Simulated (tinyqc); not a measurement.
Changing the temperature T: Landau-Devonshire theory of a uniaxial ferroelectric. Computed by tinyqc, a small Python program. Command: `OMP_NUM_THREADS=1 python tinyqc.py 3000288 3000289 out.jsonl ferro sweep`. One thread of a shared host (Intel(R) Xeon(R) Processor @ 2.30GHz), about 0.01 s of CPU time with the checks.

G(P) = (alpha/2) P^2 + (beta*/4) P^4 + (gamma/6) P^6 - E P per volume, SI units, one domain, P along the polar axis.

Inputs (values chosen for the exercise, for a model ferroelectric):
```
quantity                          value         unit
alpha_0                          692000  J m/(C^2 K)
Curie-Weiss temperature T0          530            K
beta                           8.07e+08    J m^5/C^4
gamma                          5.13e+09    J m^9/C^6
film thickness d                    6.2           nm
screening length lambda          0.0076           nm
background permittivity eps_b         7            -
gradient coefficient g          1.8e-10    J m^3/C^2
```

Sample: free crystal.

Constants: eps_0 = 8.8541878128e-12 F/m.

Method:
- alpha = alpha_0 (T - T0*), T0* = T0, beta* = beta.
- Ps^2 = [-beta* + sqrt(beta*^2 - 4 alpha gamma)]/(2 gamma).
- chi = 1/(eps_0 G''), G'' = alpha + 3 beta* P^2 + 5 gamma P^4 at Ps. Ps, chi and the coercive field are for perfect screening, without a depolarising field. The intrinsic coercive field is |alpha P + beta* P^3 + gamma P^5| at the P_c where G'' = 0. 1 C/m^2 = 100 microcoulomb/cm^2.
- With the term (g/2) (dP/dx)^2, (g/2) P'^2 = G(P) - G(Ps) across the wall: energy = int_(-Ps)^(Ps) sqrt(2 g [G(P) - G(Ps)]) dP (40 Gauss-Legendre points); width = 2 Ps over the slope at P = 0, sqrt(2 |G(Ps)|/g). Elastic coupling inside the wall is left out.
- Between shorted electrodes with screening length lambda each, the depolarising field is -k P, k = 2 lambda/(eps_0 (d + 2 lambda eps_b)), so alpha turns into alpha + k.
- The polar state is the lowest uniform state while alpha + k < 0 (beta* > 0) or < 3 beta*^2/(16 gamma) (beta* < 0); setting the equality gives the critical thickness d_c.

One run for each value; columns: (1) temperature T (K); (2) spontaneous polarisation Ps (microcoulomb/cm^2); (3) susceptibility chi; (4) intrinsic coercive field (MV/m); (5) wall energy (mJ/m^2); (6) critical thickness d_c (nm):
```
(1)    (2)    (3)        (4)    (5)    (6)
212  37.80    174  3.758e+01  29.63    7.7
247  36.33    198  3.193e+01  25.72    8.7
281  34.75    228  2.668e+01  21.99    9.9
316  32.95    271  2.155e+01  18.23   11.5
351  30.90    331  1.673e+01  14.58   13.8
386  28.53    423  1.227e+01  11.06   17.1
420  25.76    572  8.339e+00   7.81   22.4
455  22.14    879  4.791e+00   4.71   33.0
490  17.02   1766  1.910e+00   2.00   61.9
525   6.46  15909  8.681e-02   0.10  496.1
```

What does the table show, and why?

Over the rows, spontaneous polarisation Ps (microcoulomb/cm^2) falls from 37.8 to 6.46 (exponent d ln y / d ln x -0.26 between the first rows and -14 between the last); susceptibility chi rises from 174 to 15900 (exponent d ln y / d ln x 0.85 between the first rows and 32 between the last); intrinsic coercive field (MV/m) falls from 37.6 to 0.0868 (exponent d ln y / d ln x -1.1 between the first rows and -45 between the last). Ps^2 falls from 1430 to 41.8 and 1/chi from 0.00575 to 6.29e-5: the well gets shallower as alpha shrinks in size, so the crystal softens to the field and thin films lose P sooner.

Caution (rows 212, 247): far below T0* the expansion with linear alpha(T) is only a fit.

Extremes, crossings and ranges named in words are read from the listed rows.
